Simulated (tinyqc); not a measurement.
Floating body of a partially depleted SOI transistor: body voltage and kink: one step of the calculation.

Source at 0 V. Channel current Ic = 2 nf K Vt^2 [F(0) - F(Vd)](1 + la Vd), F(V) = ln^2(1 + exp((Vg - VT - nf V)/(2 nf Vt))), VT = VT0 - gb Vb. Saturation voltage Vs = 2 Vt sqrt(F(0)) + 3 Vt, excess Ve = (Vd - Vs + sqrt((Vd - Vs)^2 + 0.0004 V^2))/2, multiplication M1 = Ai Ve exp(-Bl/Ve). Each junction passes D(v) = J1 (exp(v/Vt) - 1) + J2 (exp(v/(2 Vt)) - 1). Bipolar current Ib = bb J1 (exp(Vb/Vt) - 1). The body settles where M1 (Ic + Ib) = D(Vb) + D(Vb - Vd) + Vb/Rb; drain current Id = (1 + M1)(Ic + Ib) - D(Vb - Vd).

Problem. New Vb. Current into the body I_in = M1 (Ic + Ib) - D(Vb - Vd), current out I_out = D(Vb) + Vb/Rb; f = ln(I_in/I_out), s = df/dVb by central differences over 1e-5 V, Vb(new) = Vb - f/s.

Values chosen for this exercise; values of the order met in partially depleted silicon-on-insulator transistors: temperature T = 300 K; threshold at zero body voltage VT0 = 0.5 V; fall of the threshold per volt of body voltage gb = 0.2; slope factor nf = 1.28; gain factor per width K = 380 uA/(V^2 um); channel-length modulation factor la = 0.06 1/V; impact-ionisation prefactor Ai = 1.31 1/V; impact-ionisation voltage Bl = 7.3 V; diffusion saturation current of each junction J1 = 3.3e-13 uA/um; recombination saturation current of each junction J2 = 3.8e-9 uA/um; gain of the lateral bipolar transistor on the diffusion current bb = 3; resistance of a weak body tie to the source (1e9 stands for no tie, and the term is then dropped) Rb = 1e9 kohm um; gate voltage Vg = 0.71 V; drain voltage Vd = 1.6 V.

Constants: q = 1.602176634e-19 C, kB = 1.380649e-23 J/K, Vt = kB T/q. Results are converted to the units shown.

Vb after iteration 1 = 0.67771284 V

Give: Ic; Ve; M1; I_in; I_out; f; s; Vb after iteration 2.

Solution.

Ic = 19.46 uA/um
Ve = 1.252 V
M1 = 0.004823
I_in = 0.09504 uA/um
I_out = 0.08196 uA/um
f = 0.1480
s = -37.48 1/V
Vb after iteration 2 = 0.6817 V

Range of the model: The multiplication law is an empirical form chosen for the exercise; self-heating and capacitive coupling to the body are left out, and the linear laws are rough once Vb passes about 0.7 V or M1 about 0.1.

Numbers from tinyqc (`OMP_NUM_THREADS=1 python tinyqc.py 2182130 2182131 out.jsonl`; about 0.2 s on one thread of a shared Intel Xeon 2.30GHz).
